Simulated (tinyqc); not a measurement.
Raising U: Hubbard chain of 6 sites, mean field against exact. Computed by the program tinyqc. Collinear unrestricted mean field (the lowest of 40 random starts) against exact diagonalisation.

one-body matrix (hopping and site energies) (eV):
```
         1        2        3        4        5        6
1   0.0000  -1.0600   0.0000   0.0000   0.0000   0.0000
2  -1.0600   0.0000  -1.0600   0.0000   0.0000   0.0000
3   0.0000  -1.0600   0.0000  -1.0600   0.0000   0.0000
4   0.0000   0.0000  -1.0600   0.0000  -1.0600   0.0000
5   0.0000   0.0000   0.0000  -1.0600   0.0000  -1.0600
6   0.0000   0.0000   0.0000   0.0000  -1.0600   0.0000
```

electrons, up and down: 3  3

Exact and mean-field results (eV):

| U | U/t | E exact | E mean field | mean \|n_up - n_down\| | double occupancy, exact | first gap in the sector |
|---|---|---|---|---|---|---|
| 0.5300 | 0.5000 | -6.649616 | -6.612194 | 0.0000 | 0.2265 | 0.8397 |
| 1.0600 | 1.0000 | -5.966627 | -5.817194 | 0.0000 | 0.2031 | 0.7525 |
| 2.1200 | 2.0000 | -4.819093 | -4.289846 | 0.4041 | 0.1584 | 0.6133 |
| 3.1800 | 3.0000 | -3.939031 | -3.212999 | 0.6726 | 0.1197 | 0.5069 |
| 4.2400 | 4.0000 | -3.278119 | -2.514790 | 0.8030 | 0.0896 | 0.4251 |
| 6.3600 | 6.0000 | -2.402714 | -1.726942 | 0.9093 | 0.0522 | 0.3138 |
| 12.7200 | 12.0000 | -1.288320 | -0.878409 | 0.9770 | 0.0160 | 0.1690 |
| 21.2000 | 20.0000 | -0.785980 | -0.528939 | 0.9917 | 0.0061 | 0.1032 |

Estimate the missing row, U = 8.48.

Computed row:
```
U          U/t    E exact  E mean field  mean |n_up - n_down|  double occupancy, exact  first gap in the sector
8.4800  8.0000  -1.874185     -1.308319                0.9485                   0.0329                   0.2454
```

In absolute terms mean field is worst at U/t = 4.0, 0.763 eV too high: at small U it is nearly exact, and at large U it misses only exchange-scale energies. Its local moments set in at U/t = 2.0 of those listed, a broken symmetry that the exact state of a finite cluster with equal spins does not have. Relative to the exact energy its error is 0.6 % at the smallest U, 33 % at most and 33 % at the largest. The double occupancy falls from 0.226 to 0.006; at the largest U the first gap is 0.49 times the exchange scale 4t^2/U.
